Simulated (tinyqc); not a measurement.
# MOS inversion layer, Poisson-Schroedinger loop: effect of the sheet density of depletion charge

Electrons confined at an insulator interface at z = 0, treated as a hard wall; parabolic valleys, Hartree approximation, no image or exchange terms. The depletion charge lies far deeper than the electrons and gives a uniform field q Nd/(eps0 eps_r); the gate balances all charge. Energies are counted from the band edge at the interface.

Schroedinger equation -(C/mz) psi'' + (V0 + U) psi = E psi, C = hbar^2/(2 m0), psi(0) = 0, on a uniform mesh of 800 nodes with a far wall at 28 nm, 8 levels a set; V0 = q Nd z/(eps0 eps_r); dU/dz = q (Ns - integral of n from 0 to z)/(eps0 eps_r), U(0) = 0; N_k = g md m0 q Vt/(pi hbar^2) ln(1 + exp((EF - E_k)/Vt)), g the number of valleys of the set, sum N_k = Ns. Triangular well: E_k = a_k (C F^2/mz)^(1/3), a_1 = 2.338107, a_2 = 4.087949, C = hbar^2/(2 m0), F in eV/nm. Fang-Howard (all electrons in the lowest level of set A): b^3 = 6 (mz1/C) q (Nd + 11 Ns/32)/(eps0 eps_r), centroid 3/b, level C b^2/(4 mz1) + (3/b) q (Nd + 11 Ns/16)/(eps0 eps_r). The centroid adds 3.9 z_av/eps_r to an oxide-equivalent thickness. Shares under 0.0001 % are printed as 0.

Values chosen for this exercise; masses and permittivity close to those of 4H silicon carbide (0001):

| symbol | value | unit | meaning |
|---|---|---|---|
| T | 200 | K | temperature |
| eps_r | 9.61 |  | relative permittivity |
| mz1 | 0.334 | m0 | mass along z of valley set A (3 valley(s)) |
| md1 | 0.426 | m0 | in-plane density-of-states mass of set A |
| Ns | 2.6e12 | cm^-2 | sheet density of electrons |

Constants: q = 1.602176634e-19 C, kB = 1.380649e-23 J/K, hbar = 1.054571817e-34 J s, m0 = 9.1093837015e-31 kg, Vt = kB T/q, eps0 = 8.8541878128e-14 F/cm where lengths are in cm, hbar^2/(2 m0) = 0.0380998212 eV nm^2. Results are converted to the units shown.

Effect of the sheet density of depletion charge:
```
Nd (cm^-2),A1 (meV),A2 (meV),EF (meV),share of A1 (%),share of A2 (%),centroid z_av (nm),added oxide equivalent (nm),Fang-Howard centroid (nm)
1e11,135,179,113,87.6,7.74,3.51,1.42,3.02
1.7e11,137,183,116,89.5,7.17,3.26,1.32,2.95
3.1e11,142,192,121,92.5,5.81,2.93,1.19,2.83
5.3e11,150,208,130,95.6,3.83,2.63,1.07,2.68
9.4e11,165,238,145,98.3,1.65,2.34,0.950,2.46
1.6e12,188,283,169,99.5,0.456,2.09,0.848,2.22
2.9e12,231,364,211,99.9,0.0503,1.81,0.736,1.93
5e12,293,478,273,100,0.00247,1.57,0.636,1.67
```

As Nd goes from 1e11 to 5e12, A1 rises from 135 to 293 meV, the share of A1 rises from 87.6 to 100 % and the centroid falls from 3.51 to 1.57 nm. A1 goes as Nd^(0.44) between the last two rows (a triangular well in the field of that charge alone gives 2/3). The Fang-Howard centroid is 14 % below the full one in the first row, where A1 holds 87.6 %, and 6.3 % above it in the last, where A1 holds 100 %.

Numbers from tinyqc (`OMP_NUM_THREADS=1 python tinyqc.py 2160170 2160171 out.jsonl`; about 0.7 s on one thread of a shared Intel Xeon 2.30GHz).
